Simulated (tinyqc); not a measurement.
Worked calculation: MP2 on RHF in the sto-6g basis, for H4, spin multiplicity 1. Computed by tinyqc, a small Python program that keeps every step (integrals from PySCF). Settings: charge = 0, multiplicity = 1, basis = sto-6g, method = RHF, energy threshold = 1e-10, iteration cap = 83, orthogonalisation = canonical, start = Wolfsberg-Helmholz matrix, DIIS depth = 6. Command: `OMP_NUM_THREADS=1 python tinyqc.py 31713 31714 out.jsonl` (the two numbers bound the seeds that draw the settings). One thread of a shared host (Intel(R) Xeon(R) Processor @ 2.60GHz), about 0.07 s of CPU time with the checks. The early iterations of the SCF are left out here.

## One-electron integrals

Geometry (angstrom):
```
atom         x         y         z
H     0.000000  0.000000  0.000000
H     0.000000  0.000000  0.852000
H     0.000000  1.360000  0.000000
H     0.000000  1.360000  0.852000
```

Basis sto-6g: exponents (1/bohr^2) and contraction coefficients of normalised primitives:
```
element  l (shell)   exponent  coefficient
H            s (1)  35.523221     0.009164
H            s (1)   6.513144     0.049361
H            s (1)   1.822143     0.168538
H            s (1)   0.625955     0.370563
H            s (1)   0.243077     0.416492
H            s (1)   0.100112     0.130334
```

Overlap, kinetic and nuclear-attraction integrals over the contracted functions; the nuclear repulsion is the sum of Za Zb / Rab.

nuclear repulsion = 2.67987935 hartree

overlap S, lower triangle:
```
          1H 1s     2H 1s     3H 1s     4H 1s
1H 1s  1.000000
2H 1s  0.587414  1.000000
3H 1s  0.312745  0.220484  1.000000
4H 1s  0.220484  0.312745  0.587414  1.000000
```

kinetic energy T (hartree), lower triangle:
```
          1H 1s     2H 1s     3H 1s     4H 1s
1H 1s  0.768522
2H 1s  0.174168  0.768522
3H 1s  0.025420  0.000878  0.768522
4H 1s  0.000878  0.025420  0.174168  0.768522
```

nuclear attraction V (hartree), lower triangle:
```
           1H 1s      2H 1s      3H 1s      4H 1s
1H 1s  -2.541542
2H 1s  -1.439353  -2.541542
3H 1s  -0.719767  -0.519359  -2.541542
4H 1s  -0.519359  -0.719767  -1.439353  -2.541542
```

core Hamiltonian H = T + V (hartree), lower triangle:
```
           1H 1s      2H 1s      3H 1s      4H 1s
1H 1s  -1.773019
2H 1s  -1.265185  -1.773019
3H 1s  -0.694348  -0.518481  -1.773019
4H 1s  -0.518481  -0.694348  -1.265185  -1.773019
```

## Two-electron integrals

Functions are numbered as in S; the eight-fold symmetry (ij|kl) = (ji|kl) = (kl|ij) leaves the list below.

Two-electron integrals (ij|kl) in chemists' order, unique and non-zero (hartree):
```
(11|11) 0.774999   (21|11) 0.382766   (21|21) 0.229190   (22|11) 0.528750
(22|21) 0.382766   (22|22) 0.774999   (31|11) 0.174616   (31|21) 0.092225
(31|22) 0.135881   (31|31) 0.057316   (32|11) 0.109394   (32|21) 0.067105
(32|22) 0.114522   (32|31) 0.036849   (32|32) 0.026910   (33|11) 0.376892
(33|21) 0.210195   (33|22) 0.325160   (33|31) 0.174616   (33|32) 0.114522
(33|33) 0.774999   (41|11) 0.114522   (41|21) 0.067105   (41|22) 0.109394
(41|31) 0.036849   (41|32) 0.026623   (41|33) 0.109394   (41|41) 0.026910
(42|11) 0.135881   (42|21) 0.092225   (42|22) 0.174616   (42|31) 0.045017
(42|32) 0.036849   (42|33) 0.135881   (42|41) 0.036849   (42|42) 0.057316
(43|11) 0.210195   (43|21) 0.126372   (43|22) 0.210195   (43|31) 0.092225
(43|32) 0.067105   (43|33) 0.382766   (43|41) 0.067105   (43|42) 0.092225
(43|43) 0.229190   (44|11) 0.325160   (44|21) 0.210195   (44|22) 0.376892
(44|31) 0.135881   (44|32) 0.109394   (44|33) 0.528750   (44|41) 0.114522
(44|42) 0.174616   (44|43) 0.382766   (44|44) 0.774999
```

## Orthogonalisation

S = U s U^T; canonical form X = U s^(-1/2), so that X^T S X = 1. Each column of U has its largest component positive (the first on a tie).

eigenvalues of S: 0.320325  0.504847  1.054184  2.120643

X:
```
               1          2          3         4
1H 1s   0.883434   0.703704   0.486981  0.343349
2H 1s  -0.883434  -0.703704   0.486981  0.343349
3H 1s  -0.883434   0.703704  -0.486981  0.343349
4H 1s   0.883434  -0.703704  -0.486981  0.343349
```

## Iteration 2 (converged): orbitals

converged F (hartree), lower triangle:
```
           1H 1s      2H 1s      3H 1s      4H 1s
1H 1s  -0.339006
2H 1s  -0.566136  -0.339006
3H 1s  -0.261271  -0.240170  -0.339006
4H 1s  -0.240170  -0.261271  -0.566136  -0.339006
```

Diagonalise F' = X^T F X, C = X C', fill 2 alpha and 2 beta electrons from the bottom; D = 2 C_occ C_occ^T. Each column has its largest component positive (the first on a tie).

F' = X^T F X (hartree), lower triangle:
```
          1         2          3          4
1  0.774934
2  0.000000  0.408101
3  0.000000  0.000000  -0.382951
4  0.000000  0.000000   0.000000  -0.663281
```

orbital energies (hartree): MO1 -0.663281, MO2 -0.382951, MO3 0.408101, MO4 0.774934

coefficients C:
```
            MO1        MO2        MO3        MO4
1H 1s  0.343349   0.486981   0.703704   0.883434
2H 1s  0.343349   0.486981  -0.703704  -0.883434
3H 1s  0.343349  -0.486981   0.703704  -0.883434
4H 1s  0.343349  -0.486981  -0.703704   0.883434
```

D after iteration 2, lower triangle:
```
           1H 1s      2H 1s     3H 1s     4H 1s
1H 1s   0.710078
2H 1s   0.710078   0.710078
3H 1s  -0.238523  -0.238523  0.710078
4H 1s  -0.238523  -0.238523  0.710078  0.710078
```

## Convergence

Stop when the energy changes by less than 1e-10 hartree and every element of the error matrix X^T (F D S - S D F) X is below 3e-06.

Course of the cycle:
```
iteration  E (hartree)    change  largest element of the error matrix
1          -2.10250164         -                             1.77e-15
2          -2.10250164  0.000000                             1.25e-15
```

PySCF RHF in the same basis = -2.10250164 hartree

Converged in 2 iterations.

## Integrals over molecular orbitals

(pq|rs) = sum C_ip C_jq C_kr C_ls (ij|kl), one index at a time.

one-electron integrals over orbitals h = C^T H C (hartree), lower triangle:
```
           1          2          3          4
1  -2.004596
2   0.000000  -1.731553
3   0.000000   0.000000  -1.354272
4   0.000000   0.000000   0.000000  -1.036346
```

Two-electron integrals over orbitals (pq|rs), unique and non-zero (hartree):
```
(11|11) 0.506300   (21|21) 0.167477   (22|11) 0.501246   (22|22) 0.513586
(31|31) 0.111507   (32|32) 0.082008   (33|11) 0.489777   (33|22) 0.488166
(33|33) 0.497686   (41|32) 0.080639   (41|41) 0.079348   (42|31) 0.113670
(42|42) 0.124108   (43|21) 0.164677   (43|43) 0.180953   (44|11) 0.498656
(44|22) 0.508711   (44|33) 0.507286   (44|44) 0.527871
```

## Second-order Moller-Plesset energy

Hartree-Fock energy = -2.10250164 hartree

E2 = sum_ijab (ia|jb) [2 (ia|jb) - (ib|ja)] / (e_i + e_j - e_a - e_b) over occupied i, j and virtual a, b; the opposite-spin part is (ia|jb)^2 / denominator, the rest is same-spin, and SCS-MP2 scales them by 6/5 and 1/3.

Terms:
```
i  j  a  b   (ia|jb)   (ib|ja)  denominator       term
1  2  3  4  0.113670  0.080639    -2.229266  -0.007480
2  1  4  3  0.113670  0.080639    -2.229266  -0.007480
2  2  4  4  0.124108  0.124108    -2.315769  -0.006651
1  1  3  3  0.111507  0.111507    -2.142764  -0.005803
2  2  3  3  0.082008  0.082008    -1.582104  -0.004251
1  1  4  4  0.079348  0.079348    -2.876429  -0.002189
2  1  3  4  0.080639  0.113670    -2.229266  -0.001722
1  2  4  3  0.080639  0.113670    -2.229266  -0.001722
```

Pair energies (hartree; pair i-j sums ij and ji):
```
pair  opposite spin  same spin
1-1       -0.007992   0.000000
2-1       -0.017426  -0.000979
2-2       -0.010902   0.000000
```

MP2 correlation energy = -0.03729830 hartree

SCS-MP2 correlation energy = -0.04390967 hartree

MP2 total energy = -2.13979994 hartree
